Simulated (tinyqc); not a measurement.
Inside a calculation. Method: sp3 tight binding, zinc-blende lattice. Computed by tinyqc, a small Python program that keeps every step. Command: `OMP_NUM_THREADS=1 python tinyqc.py 25448 25449 out.jsonl` (the two numbers bound the seeds that draw the settings). One thread of a shared host (Intel(R) Xeon(R) Processor @ 2.60GHz), about 0.01 s of CPU time with the checks.

## Bloch Hamiltonian at k

Parameters chosen for this model: zinc-blende lattice, anion at 0, cation at a/4 (1,1,1); V = eta hbar^2 / (m d^2), hbar^2/m = 7.619964 eV angstrom^2:
```
parameter          value      unit
a               6.590000  angstrom
d               2.853554  angstrom
Es anion      -11.360000        eV
Ep anion       -7.220000        eV
Es cation     -11.360000        eV
Ep cation      -7.220000        eV
eta ss         -1.320000
eta sp          1.420000
eta pp sigma    2.220000
eta pp pi      -0.630000
V ss           -1.235250        eV
V sp            1.328829        eV
V pp sigma      2.077465        eV
V pp pi        -0.589551        eV
```

k point k (2 pi / a): 0.270000  -0.590000  0.070000

Slater-Koster rules over the four bonds with direction cosines (l, m, n): ss V_ss; s-px l V_sp; px-s -l V_sp; px-px l^2 V_pps + (1 - l^2) V_ppp; px-py l m (V_pps - V_ppp); each times exp(i k.d).

H(k) at k (eV):
```
                      a s                 a px                a py                 a pz
a s            -11.360000             0.000000            0.000000             0.000000
a px             0.000000            -7.220000            0.000000             0.000000
a py             0.000000             0.000000           -7.220000             0.000000
a pz             0.000000             0.000000            0.000000            -7.220000
c s   -2.687509+0.178427i  -0.245437+0.753665i  0.083205-2.223142i  -1.003787+0.184279i
c px   0.245437-0.753665i   0.651517-0.043255i  1.163155-0.213537i  -0.096416+2.576102i
c py  -0.083205+2.223142i   1.163155-0.213537i  0.651517-0.043255i   0.284404-0.873321i
c pz   1.003787-0.184279i  -0.096416+2.576102i  0.284404-0.873321i   0.651517-0.043255i

                      c s                 c px                 c py                 c pz
a s   -2.687509-0.178427i   0.245437+0.753665i  -0.083205-2.223142i   1.003787+0.184279i
a px  -0.245437-0.753665i   0.651517+0.043255i   1.163155+0.213537i  -0.096416-2.576102i
a py   0.083205+2.223142i   1.163155+0.213537i   0.651517+0.043255i   0.284404+0.873321i
a pz  -1.003787-0.184279i  -0.096416-2.576102i   0.284404+0.873321i   0.651517+0.043255i
c s            -11.360000             0.000000             0.000000             0.000000
c px             0.000000            -7.220000             0.000000             0.000000
c py             0.000000             0.000000            -7.220000             0.000000
c pz             0.000000             0.000000             0.000000            -7.220000
```

## Levels at k

Diagonalise the Hermitian matrix.

eigenvalues (eV): -14.828976  -11.218913  -10.310643  -9.817036  -6.081363  -5.451361  -4.399077  -3.932629

weights |c|^2 of the basis functions:
```
        band 1    band 2    band 3    band 4    band 5    band 6    band 7    band 8
a s   0.456948  0.231586  0.012783  0.024859  0.223723  0.033058  0.004655  0.012388
a px  0.005480  0.065400  0.158587  0.266005  0.004000  0.015674  0.304389  0.180464
a py  0.035099  0.105448  0.050790  0.140682  0.167715  0.410475  0.002252  0.087540
a pz  0.002472  0.097566  0.277841  0.068454  0.104562  0.040793  0.188703  0.219608
c s   0.456948  0.231586  0.012783  0.024859  0.223723  0.033058  0.004655  0.012388
c px  0.005480  0.065400  0.158587  0.266005  0.004000  0.015674  0.304389  0.180464
c py  0.035099  0.105448  0.050790  0.140682  0.167715  0.410475  0.002252  0.087540
c pz  0.002472  0.097566  0.277841  0.068454  0.104562  0.040793  0.188703  0.219608
```

## Bloch Hamiltonian at L

k point L (2 pi / a): 0.500000  0.500000  0.500000

As before.

H(k) at L (eV):
```
                      a s                 a px                 a py                 a pz
a s            -11.360000             0.000000             0.000000             0.000000
a px             0.000000            -7.220000             0.000000             0.000000
a py             0.000000             0.000000            -7.220000             0.000000
a pz             0.000000             0.000000             0.000000            -7.220000
c s   -1.746907-1.746907i   1.084984+1.084984i   1.084984+1.084984i   1.084984+1.084984i
c px  -1.084984-1.084984i   0.423493+0.423493i  -1.257244-1.257244i  -1.257244-1.257244i
c py  -1.084984-1.084984i  -1.257244-1.257244i   0.423493+0.423493i  -1.257244-1.257244i
c pz  -1.084984-1.084984i  -1.257244-1.257244i  -1.257244-1.257244i   0.423493+0.423493i

                      c s                 c px                 c py                 c pz
a s   -1.746907+1.746907i  -1.084984+1.084984i  -1.084984+1.084984i  -1.084984+1.084984i
a px   1.084984-1.084984i   0.423493-0.423493i  -1.257244+1.257244i  -1.257244+1.257244i
a py   1.084984-1.084984i  -1.257244+1.257244i   0.423493-0.423493i  -1.257244+1.257244i
a pz   1.084984-1.084984i  -1.257244+1.257244i  -1.257244+1.257244i   0.423493-0.423493i
c s            -11.360000             0.000000             0.000000             0.000000
c px             0.000000            -7.220000             0.000000             0.000000
c py             0.000000             0.000000            -7.220000             0.000000
c pz             0.000000             0.000000             0.000000            -7.220000
```

## Levels at L

As before.

eigenvalues (eV): -14.519165  -12.267833  -9.596920  -9.596920  -6.798780  -4.843080  -4.843080  -3.574221

## Bands along a path

The same steps at evenly spaced points between the labelled ones.

Bands along the path (eV):
```
k             band 1      band 2      band 3      band 4     band 5     band 6     band 7     band 8
L         -14.519165  -12.267833   -9.596920   -9.596920  -6.798780  -4.843080  -4.843080  -3.574221
L-G 0.25  -14.946429  -11.669760   -9.463319   -9.463319  -6.725142  -4.976681  -4.976681  -3.818670
L-G 0.50  -15.628519  -10.473579   -9.102089   -9.102089  -6.552023  -5.337911  -5.337911  -4.505879
L-G 0.75  -16.124045   -9.178367   -8.652493   -8.652493  -6.397624  -5.787507  -5.787507  -5.459964
G         -16.300999   -8.417818   -8.417818   -8.417818  -6.419001  -6.022182  -6.022182  -6.022182
G-X 0.25  -16.063495   -8.973999   -8.973999   -8.962860  -6.158892  -5.974753  -5.466001  -5.466001
G-X 0.50  -15.376790  -10.138876   -9.873305   -9.873305  -5.850038  -5.794295  -4.566695  -4.566695
G-X 0.75  -14.315040  -11.547002  -10.537160  -10.537160  -5.697414  -5.600545  -3.902840  -3.902840
X         -12.991679  -12.991679  -10.776022  -10.776022  -5.588321  -5.588321  -3.663978  -3.663978
X-W 0.25  -12.991679  -12.991679  -10.776022  -10.776022  -5.588321  -5.588321  -3.663978  -3.663978
X-W 0.50  -12.991679  -12.991679  -10.776022  -10.776022  -5.588321  -5.588321  -3.663978  -3.663978
X-W 0.75  -12.991679  -12.991679  -10.776022  -10.776022  -5.588321  -5.588321  -3.663978  -3.663978
W         -12.991679  -12.991679  -10.776022  -10.776022  -5.588321  -5.588321  -3.663978  -3.663978
```

With 4 band(s) filled, the highest filled level on these points lies at G and the lowest empty one at L: a gap of 1.6190 eV, indirect.
